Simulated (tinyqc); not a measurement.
Thin-film transistor with exponential tail and deep states, accumulation layer: effect of the total density of deep states.

An undoped film in accumulation, thicker than the space-charge layer. With band bending psi the Fermi level lies E0 - psi below the band edge. Free electrons n = n0 exp(psi/Vt) carry the current; electrons in two exponential distributions of traps, a = a0 exp(psi/Va) and d = d0 exp(psi/Vp), do not. Linear regime, ohmic contacts, traps in equilibrium.

Va = kB Tt/q, Vp = kB Td/q; n0 = Nc exp(-E0/Vt), a0 = Nt th(T/Tt) exp(-E0/Va), d0 = Nd th(T/Td) exp(-E0/Vp), th(x) = pi x/sin(pi x). G(psi) = sum over the three kinds of c0 [V (exp(psi/V) - 1) - psi], field F = sqrt(2 q G/(eps0 eps_r)); Vg = psi + eps0 eps_r F/Ci at the surface. Total charge Q = Ci (Vg - psi_s); free charge Qf = q times the integral of n0 (exp(psi/Vt) - 1)/F over psi from 0 to psi_s; I = (W/L) mb Qf Vd; effective mobility mb Qf/Q.

Parameters, values chosen for the exercise; values close to those of amorphous indium gallium zinc oxide:
```
symbol   value        unit                                        meaning
T          300           K                                    temperature
eps_r       10                 relative permittivity of the semiconductor
Nc      3.9e18       cm^-3                     density of extended states
mb          20  cm^2/(V s)                                  band mobility
Nt        5e18       cm^-3                   total density of tail states
Tt         360           K         characteristic temperature of the tail
Td        2160           K  characteristic temperature of the deep states
E0        0.52          eV           bulk Fermi level below the band edge
Ci          20     nF/cm^2                               gate capacitance
WL           5                                                  ratio W/L
Vd        0.05           V                                  drain voltage
Vg         9.3           V                   gate voltage above flat band
```

Constants: q = 1.602176634e-19 C, kB = 1.380649e-23 J/K, Vt = kB T/q, eps0 = 8.8541878128e-14 F/cm where lengths are in cm. Results are converted to the units shown.

Effect of the total density of deep states:
```
Nd (cm^-3)  E0 - psi_s (eV)  Q (nC/cm^2)  free share (%)  effective mobility (cm^2/(V s))  I (nA)
8e15                0.06460        176.9           6.371                            1.274   56.35
1.9e16              0.06489        176.9           6.189                            1.238   54.74
4.7e16              0.06563        176.9           5.817                            1.163   51.46
1.1e17              0.06735        176.9           5.170                            1.034   45.74
2.7e17              0.07197        177.0           3.978                           0.7955   35.21
6.6e17              0.08493        177.3           2.152                           0.4304   19.08
1.6e18               0.1264        178.1          0.3886                          0.07771   3.461
```

As Nd goes from 8e15 to 1.6e18 cm^-3, the free share falls from 6.37 to 0.389 %, the distance of the Fermi level from the edge rises from 0.0646 to 0.126 eV and the current falls from 56.4 to 3.46 nA. Q varies by only 0.70 %: the gate sets the charge, the traps decide how much of it moves. In every row T is close to Tt, where the factor th overstates the trapped charge. In every row the th form, which assumes a Fermi level far below the edge, overcounts the filled tail at the surface by more than 15 %.

Program tinyqc, `OMP_NUM_THREADS=1 python tinyqc.py 2610130 2610131 out.jsonl`; Intel Xeon 2.30GHz, shared host, one thread, about 0.01 s.
